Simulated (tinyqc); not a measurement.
Worked calculation: Hubbard ring of 4 sites. One step of it, computed by the program tinyqc.

Problem. Mean-field iteration 2. H(up) = T + U n(down), H(down) = T + U n(up); fill the lowest levels; n(new) = n + mixing (n(out) - n); E = tr T (rho up + rho down) + U sum n_up n_down of the output.

one-body matrix (hopping and site energies) (eV), lower triangle:
```
,1,2,3,4
1,-0.780000
2,-1.740000,0.750000
3,0.000000,-1.740000,-0.940000
4,-1.740000,0.000000,-1.740000,0.990000
```

U = 8.800000 eV

electrons, up and down: 2  1

mixing = 1

n(up) after iteration 1: 1 0.803173, 2 0.200225, 3 0.816882, 4 0.179720

n(down) after iteration 1: 1 0.292080, 2 0.199923, 3 0.328506, 4 0.179491

Give: levels, up; levels, down; energy; n(up) after iteration 2; n(down) after iteration 2.

Solution.

levels, up (eV): -1.2923  1.8709  2.5394  5.7019

levels, down (eV): 0.4573  2.5420  6.2681  8.3526

energy = -3.7936 eV

n(up) after iteration 2: 1 0.7833, 2 0.2298, 3 0.7643, 4 0.2226

n(down) after iteration 2: 1 0.1311, 2 0.3785, 3 0.1329, 4 0.3575
